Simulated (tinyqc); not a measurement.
Scaling with the misfit: strain-driven roughening and islands of a mismatched epitaxial film. Computed by tinyqc, a small Python program. Command: `OMP_NUM_THREADS=1 python tinyqc.py 3003439 3003440 out.jsonl island walk`. One thread of a shared host (Intel(R) Xeon(R) Processor @ 2.30GHz), about 0.01 s of CPU time with the checks.

Film and substrate share isotropic elastic constants; the film is coherent and biaxially strained.

Inputs (values chosen for the exercise, modelled on Si(0.5)Ge(0.5) on Si):
```
quantity                                      value       unit
misfit |f|                                   0.0208          -
shear modulus G                                57.9        GPa
Poisson ratio nu                               0.23          -
surface energy gamma                            1.1      J/m^2
contact angle of the shallow shape theta_1     13.4    degrees
contact angle of the steep shape theta_2       30.9    degrees
facet energy of shape 1 over gamma           0.9954          -
facet energy of shape 2 over gamma           0.9813          -
surface mobility D_s nu_s Omega^2/(k_B T)   1.7e-33  m^6/(J s)
```

Transport: surface diffusion.

Constants: e = 1.602176634e-19 C.

Method:
- M = 2 G (1 + nu)/(1 - nu); stress = M f; energy density w = M f^2.
- A ripple A cos(k x) has the surface chemical potential per volume [gamma k^2 - 2 (1 + nu) w k] A cos(k x), so k_c = 2 (1 + nu) w/gamma. With surface diffusion the amplitude grows at the rate q = B k^2 [2 (1 + nu) w k - gamma k^2], fastest at k_m = (3/4) k_c. B is the surface mobility.
- Shallow faceted island (Tersoff form): E = 4 Gam V^(2/3) tan^(1/3)(theta) - 6 c V tan(theta), Gam = gamma [x/sin(theta) - 1/tan(theta)], x the facet energy over gamma, c = stress^2 (1 - nu)/(2 pi G).
- The barrier is the maximum of E, at V_c = [4 Gam/(9 c)]^3 / tan^2(theta) (1 GPa nm = 1 J/m^2).
- V_c = [4 Gam/(9 c)]^3/tan^2(theta), barrier = (4/3) Gam V_c^(2/3) tan^(1/3)(theta); the growth time is 1/q at k_m.

fastest wavelength = 46.8087 nm

growth time 1/q at k_m = 4.94159 s

critical volume, shape 1 = 62.2698 nm^3

barrier, shape 1 = 8.70355 eV

Misfit scaled at fixed constants:
```
|f| (%)  fastest wavelength (nm)  growth time (s)  V_c of shape 1 (nm^3)  barrier of shape 1 (eV)
0.520                     748.94       3.2385e+05             2.5506e+05               2.2281e+03
0.728                     382.11       2.1944e+04             3.3874e+04               5.7999e+02
1.040                     187.23       1.2650e+03             3.9853e+03               1.3926e+02
1.456                      95.53       8.5720e+01             5.2928e+02               3.6250e+01
2.080                      46.81       4.9416e+00             6.2270e+01               8.7035e+00
2.912                      23.88       3.3484e-01             8.2701e+00               2.2656e+00
```

What follows from these numbers?

Halving the misfit stretches the wavelength 4 times, the barrier 16 times, the volume 64 times and the time 256 times: f^(-2), f^(-4), f^(-6), f^(-8). Over these rows the time spans 6.0 decades: strongly mismatched films tend to roughen first, while dilute alloys have time to stay flat. Rows with wavelengths under 10 nm or volumes under 5 nm^3 are beyond the continuum picture.

Extremes, crossings and ranges named in words are read from the listed rows.
